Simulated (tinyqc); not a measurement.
Hartree-Fock atom on a uniform radial grid, spin-unpolarised, for He, step by step. Computed by tinyqc, a small Python program that keeps every step. Settings: Z = 2, points = 128, R = 12.2, functional = hf2, mixing = 1.0, iteration cap = 90. Command: `OMP_NUM_THREADS=1 python tinyqc.py 24098 24099 out.jsonl` (the two numbers bound the seeds that draw the settings). One thread of a shared host (Intel(R) Xeon(R) Processor @ 2.60GHz), about 0.03 s of CPU time with the checks. Later iterations appear only in the table of the cycle.

## Iteration 1

Spherical atom on a uniform radial grid r_j = j h with h = R/(N + 1), h sum u^2 = 1 and integrals as h times sums, u(0) = u(R) = 0 (atomic units):
```
parameter            value
Z                        2
points N               128
R                12.200000
h                 0.094574
mixing            1.000000
electrons in 1s          2
```

Three-point differences turn -u''/2 + [l(l+1)/2r^2 - Z/r + V] u = e u into a tridiagonal matrix (diagonal 1/h^2 + potential, off-diagonal -1/2h^2). D = sum f u^2; the Hartree potential y/r solves y'' = -D/r with y(0) = 0, y(R) = N_e; for two electrons in one orbital exchange is -V_H/2 (Hartree-Fock); E = sum f e - int D V + int D (V_H/2 + eps_xc); V(new) = V + mixing (V_H + v_xc - V).

eigenvalues (hartree): [-1.982425]

Every 8th grid point:
```
r              V in     u(1s)         D       V_H       v_xc
0.756589   0.000000  0.942563  1.776850  2.318956  -1.159478
1.513178   0.000000  0.418825  0.350828  1.308925  -0.654462
2.269767   0.000000  0.139577  0.038964  0.880569  -0.440284
3.026357   0.000000  0.041347  0.003419  0.660833  -0.330417
3.782946   0.000000  0.011483  0.000264  0.528687  -0.264344
4.539535   0.000000  0.003061  0.000019  0.440574  -0.220287
5.296124   0.000000  0.000794  1.26e-06  0.377635  -0.188817
6.052713   0.000000  0.000201  8.12e-08  0.330430  -0.165215
6.809302   0.000000  0.000050  5.07e-09  0.293716  -0.146858
7.565891   0.000000  0.000012  3.09e-10  0.264344  -0.132172
8.322481   0.000000  3.04e-06  1.85e-11  0.240313  -0.120156
9.079070   0.000000  7.36e-07         0  0.220287  -0.110143
9.835659   0.000000  1.77e-07         0  0.203342  -0.101671
10.592248  0.000000  4.23e-08         0  0.188817  -0.094409
11.348837  0.000000  9.70e-09         0  0.176230  -0.088115
12.105426  0.000000  7.23e-10         0  0.165215  -0.082608
```

total energy = -2.71936447 hartree

## Iteration 2

As before.

eigenvalues (hartree): [-0.808868]

Every 8th grid point:
```
r              V in     u(1s)         D       V_H       v_xc
0.756589   1.159478  0.873514  1.526055  2.065594  -1.032797
1.513178   0.654462  0.560584  0.628510  1.269730  -0.634865
2.269767   0.440284  0.290726  0.169043  0.875261  -0.437631
3.026357   0.330417  0.138311  0.038260  0.660134  -0.330067
3.782946   0.264344  0.062720  0.007868  0.528595  -0.264297
4.539535   0.220287  0.027583  0.001522  0.440561  -0.220281
5.296124   0.188817  0.011875  0.000282  0.377633  -0.188816
6.052713   0.165215  0.005033  0.000051  0.330430  -0.165215
6.809302   0.146858  0.002107  0.000009  0.293716  -0.146858
7.565891   0.132172  0.000874  1.53e-06  0.264344  -0.132172
8.322481   0.120156  0.000360  2.59e-07  0.240313  -0.120156
9.079070   0.110143  0.000147  4.33e-08  0.220287  -0.110143
9.835659   0.101671  0.000060  7.12e-09  0.203342  -0.101671
10.592248  0.094409  0.000024  1.13e-09  0.188817  -0.094409
11.348837  0.088115  0.000009  1.45e-10  0.176230  -0.088115
12.105426  0.082608  8.01e-07         0  0.165215  -0.082608
```

total energy = -2.82281601 hartree

## Iteration 3

As before.

eigenvalues (hartree): [-0.940756]

Every 8th grid point:
```
r              V in     u(1s)         D       V_H       v_xc
0.756589   1.032797  0.899258  1.617328  2.148916  -1.074458
1.513178   0.634865  0.523935  0.549016  1.284766  -0.642383
2.269767   0.437631  0.246628  0.121651  0.877657  -0.438829
3.026357   0.330067  0.107016  0.022905  0.660499  -0.330250
3.782946   0.264297  0.044422  0.003947  0.528649  -0.264325
4.539535   0.220281  0.017926  0.000643  0.440569  -0.220285
5.296124   0.188816  0.007093  0.000101  0.377634  -0.188817
6.052713   0.165215  0.002766  0.000015  0.330430  -0.165215
6.809302   0.146858  0.001067  2.28e-06  0.293716  -0.146858
7.565891   0.132172  0.000408  3.33e-07  0.264344  -0.132172
8.322481   0.120156  0.000155  4.80e-08  0.240313  -0.120156
9.079070   0.110143  0.000058  6.83e-09  0.220287  -0.110143
9.835659   0.101671  0.000022  9.59e-10  0.203342  -0.101671
10.592248  0.094409  0.000008  1.31e-10  0.188817  -0.094409
11.348837  0.088115  2.73e-06  1.49e-11  0.176230  -0.088115
12.105426  0.082608  2.49e-07         0  0.165215  -0.082608
```

total energy = -2.83163759 hartree

## Convergence

Stop when input and output potentials agree to 1e-7.

Course of the cycle (hartree):
```
iteration            E      e(1s)  largest |V(out) - V(in)|
1          -2.71936447  -1.982425                  1.97e+00
2          -2.82281601  -0.808868                  4.03e-01
3          -2.83163759  -0.940756                  1.22e-01
4          -2.83242846  -0.897200                  3.63e-02
5          -2.83249917  -0.909807                  1.09e-02
6          -2.83250550  -0.905998                  3.26e-03
7          -2.83250607  -0.907135                  9.74e-04
8          -2.83250612  -0.906794                  2.91e-04
9          -2.83250612  -0.906896                  8.72e-05
10         -2.83250612  -0.906866                  2.61e-05
11         -2.83250612  -0.906875                  7.81e-06
12         -2.83250612  -0.906872                  2.34e-06
13         -2.83250612  -0.906873                  6.99e-07
14         -2.83250612  -0.906873                  2.09e-07
15         -2.83250612  -0.906873                  6.26e-08
```

Converged in 15 iterations. A uniform grid resolves the cusp poorly: for a bare nucleus this grid gives 1s at -1.98242 against -Z^2/2 = -2 hartree. Before convergence this energy mixes input and output and is not variational, so it may rise towards its limit.
